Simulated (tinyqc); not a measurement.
# Six-transistor SRAM cell, nodal equations and margins: two studies

Two cross-coupled inverters (pull-down bn, pull-up bp) hold the nodes Q and QB; access transistors (ba, threshold VTn, gate on the word line at Vdd when selected) join them to the bit lines. Transistor (EKV form, voltages against the body): I = 2 n b Vt^2 [F(vp - Vs) - F(vp - Vd)] from drain to source, F(v) = ln^2(1 + exp(v/(2 Vt))), vp = (Vg - VT + sg |Vd - Vs|)/n. n-channel bodies are at 0; for the p-channel device all voltages are counted down from Vdd. b in uA/V^2 gives I in uA. For an access transistor the bit line is the drain and the node the source. In a read both bit lines are at Vdd. The cell is symmetric (no mismatch).

Inputs (values chosen for the exercise): temperature T = 300 K; supply voltage Vdd = 0.75 V; slope factor n = 1.33; drain-induced barrier lowering sg = 0.1; n-channel threshold VTn = 0.31 V; p-channel threshold (magnitude) VTp = 0.38 V; gain factor of the pull-down transistor bn = 860 uA/V^2; gain factor of the access transistor ba = 860 uA/V^2; gain factor of the pull-up transistor bp = 390 uA/V^2.

Constants: q = 1.602176634e-19 C, kB = 1.380649e-23 J/K, Vt = kB T/q. Results are converted to the units shown.

Each table varies one quantity; the others keep the values above.

## Effect of the n-channel threshold

f(x) is the node voltage of one half-cell for input x: In = Ip in hold, In = Ip + Ia in a read. Static noise margin: side of the largest square between the curve (x, f(x)) and its mirror image (f(y), y); with h(c) the root x of f(x) - x = c, it is the maximum over c > 0 of h(c) - h(-c) + c. Q is the low node in a read and Iread the current of its access transistor. The write trip is the voltage to which the bit line of the high node must fall (the other staying at Vdd) for that state to vanish; higher is easier, and a negative value means that a grounded bit line does not write.

Results:
```
VTn (V)  hold margin (mV)  read margin (mV)  Q in a read (mV)  Iread (uA)  write trip (mV)
0.2                 222.6             46.03             144.7       56.57            351.6
0.26                249.7             81.00             130.5       46.35            293.4
0.32                273.6             112.3             118.0       36.67            245.4
0.44                297.6             161.9             94.48       20.48            157.1
0.5                 288.8             182.8             83.61       14.10            114.4
```

Estimate the missing row, VTn = 0.38 V.

Computed row:
```
VTn (V)  hold margin (mV)  read margin (mV)  Q in a read (mV)  Iread (uA)  write trip (mV)
0.38                291.3             139.0             106.0       28.01            200.6
```

With this row back in the table: As VTn goes from 0.2 to 0.5 V, the read margin rises from 46.0 to 183 mV, the write trip falls from 352 to 114 mV and Iread falls from 56.6 to 14.1 uA. The read margin is 0.21 of the hold margin in the first row and 0.63 in the last. Read stability and write ability pull in opposite directions. For VTn = 0.2 to 0.26 V the read margin is under 100 mV, which threshold mismatch, left out here, can use up in a large array.

## Effect of the gain factor of the access transistor

Same model as above.

The same in every row: hold margin (mV) = 270.0.

Effect of the gain factor of the access transistor:
```
ba (uA/V^2)  read margin (mV)  Q in a read (mV)  Iread (uA)  write trip (mV)
220                     177.6             46.81       16.61            66.34
300                     162.6             59.75       20.82            121.4
420                     145.4             76.45       26.01            171.5
580                     128.4             94.90       31.41            211.9
800                     111.2             115.3       36.97            246.1
1100                    94.24             136.8       42.37            275.3
```

Read the table: what changes, and by how much?

As ba goes from 220 to 1100 uA/V^2, the read margin falls from 178 to 94.2 mV, the write trip rises from 66.3 to 275 mV and Iread rises from 16.6 to 42.4 uA. The read margin is 0.66 of the hold margin in the first row and 0.35 in the last. Read stability and write ability pull in opposite directions. At ba = 1100 uA/V^2 the read margin is under 100 mV, which threshold mismatch, left out here, can use up in a large array.

Program tinyqc, `OMP_NUM_THREADS=1 python tinyqc.py 2340110 2340111 out.jsonl`; Intel Xeon 2.30GHz, shared host, one thread, about 0.2 s.
